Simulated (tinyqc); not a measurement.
# Free and trapped electrons in a MOS channel with a dense trap tail, step by step

Computed by the program tinyqc: `OMP_NUM_THREADS=1 python tinyqc.py 2222122 2222123 out.jsonl`, one thread of a shared Intel Xeon 2.30GHz, about 0.02 s for the whole run. Printed values are rounded.

p-type body, charge-sheet picture, full ionisation (an idealisation for deep acceptors), Boltzmann statistics for free electrons. e = Ec - EF at the surface. Acceptor-like traps of density D(E) = D0 + De exp(-E/Ew) at depth E below Ec, from 0 to Eu, hold n_t = integral of D(E)/(1 + exp((e - E)/Vt)). psi = Eg - Vt ln(Nv/Na) - e; N_dep = sqrt(2 eps0 eps_r Na (psi - Vt)/q); n_f = sqrt(N_dep^2 + 2 eps0 eps_r Vt Nc exp(-e/Vt)/q) - N_dep; Vg = Vfb + psi + q (N_dep + n_t + n_f)/Cox, Cox = eps0 eox/tox.

Inputs (values chosen for the exercise); band and dielectric values close to those of 4H silicon carbide: temperature T = 300 K; band gap Eg = 3.27 eV; relative permittivity eps_r = 9.73; conduction-band density of states at T Nc = 1.71e19 cm^-3; valence-band density of states at T Nv = 2.5e19 cm^-3; relative permittivity of the insulator eox = 3.9; insulator thickness tox = 39 nm; acceptor density Na = 9.6e15 cm^-3; flat-band voltage without trapped charge Vfb = -1.96 V; constant background density of acceptor-like traps D0 = 3e10 cm^-2 eV^-1; density of the tail at the conduction edge De = 1.4e13 cm^-2 eV^-1; decay energy of the tail Ew = 0.05 eV; depth below Ec down to which the traps reach Eu = 0.54 eV; mobility of free electrons mf = 140 cm^2/(V s); Ec - EF at the surface e = 0.049 eV.

Constants: q = 1.602176634e-19 C, kB = 1.380649e-23 J/K, Vt = kB T/q, eps0 = 8.8541878128e-14 F/cm where lengths are in cm. Results are converted to the units shown.

Range of the model: EF lies less than 2 Vt below the band edge, or above it, where degeneracy and confinement, left out, matter.

## Trapped charge

Trapezoid rule on 14 equal steps from 0 to Eu, f = 1/(1 + exp((e - E)/Vt)).

```
point,E (eV),D(E) f (cm^-2 eV^-1)
0,0,1.832731e12
1,0.03857143,2.604403e12
2,0.07714286,2.261399e12
3,0.1157143,1.314195e12
4,0.1542857,6.585467e11
5,0.1928571,3.245526e11
6,0.2314286,1.666183e11
7,0.27,9.321407e10
8,0.3085714,5.923293e10
9,0.3471429,4.351667e10
10,0.3857143,3.624958e10
11,0.4242857,3.288953e10
12,0.4628571,3.133598e10
13,0.5014286,3.061770e10
14,0.54,3.028559e10
```

n_t = 3.312622e11 cm^-2

With 1600 steps n_t = 3.344e11 cm^-2; the coarse value is 0.94 % below it.

## Charges and gate voltage

psi, N_dep, n_f and Vg as defined, with the n_t given; free share n_f/(n_f + n_t); apparent mobility mf n_f/(n_f + n_t); gate voltage spent on traps q n_t/Cox.

psi = 3.017677 V
N_dep = 5.557690e11 cm^-2
n_f = 4.557761e11 cm^-2
Vg = 3.487505 V
free share = 57.91029 %
apparent mobility = 81.07440 cm^2/(V s)
gate voltage spent on traps = 0.5994232 V
